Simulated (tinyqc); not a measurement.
RHF in the 6-31g basis, for He, spin multiplicity 1, step by step. One step of it, computed by the program tinyqc.

Task: Iteration 2: DIIS coefficients. Solve [B -1; -1 0][c; lambda] = [0; -1] for the coefficients, which sum to one.

B (overlaps of the stored error matrices):
```
               1              2
1  9.1105463e-01  7.6323664e-02
2  7.6323664e-02  6.3940202e-03
```

Give: DIIS coefficients.

Result:

DIIS coefficients: -0.091  1.091
